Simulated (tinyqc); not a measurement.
# Van der Pauw, Hall and four-point-probe measurements on a doped layer: correction factor against the shape of the sample

A uniform n-type layer with sheet resistance Rs = 1/(q ns mu), point contacts, low field (mu B small).

Rs = 1/(q ns mu). For a rectangle with contacts at the corners, RA = (8 Rs/pi) sum_(k>=0) ln coth((2k + 1) pi a/(2 b)) with current along a short side b and voltage along the opposite one, RB the same with a and b exchanged. ar = a/b. F = Rs/[(pi/ln 2)(RA + RB)/2]; small-asymmetry estimate 1 - (ln 2/2) d^2 - ((ln 2)^2/4 - (ln 2)^3/12) d^4 with d = (RB - RA)/(RB + RA).

Parameters, values chosen for the exercise:
- ns = 1.7e15 cm^-2 (sheet density of the layer)
- mu = 55 cm^2/(V s) (drift mobility)

Constants: q = 1.602176634e-19 C. Results are converted to the units shown.

Correction factor against the shape of the sample:
```
ar    RA (ohm)  RB (ohm)   RB/RA        F  estimate of F
1       14.728    14.728  1.0000   1.0000         1.0000
1.14    9.4734    21.725  2.2933  0.94416        0.94436
1.29    5.9099    30.077  5.0894  0.81853        0.82491
1.43    3.8059    38.416  10.094  0.69766        0.72542
1.57    2.4514    47.103  19.215  0.59443        0.65773
1.71    1.5790    56.020  35.479  0.51141        0.61668
1.86   0.98563    65.740  66.699  0.44146        0.59168
2      0.63489    74.911  117.99  0.38992        0.57867
```

RB/RA rises from 1.00 to 118 and F falls from 1.00 to 0.390. The estimate is 0.78 % above F at a/b = 1.29 and 48 % above it in the last row. RA shrinks about as exp(-pi a/b): by a factor of 1.55 between the last two rows, against 1.55.

Numbers from tinyqc (`OMP_NUM_THREADS=1 python tinyqc.py 2850154 2850155 out.jsonl`; about 0.01 s on one thread of a shared Intel Xeon 2.30GHz).
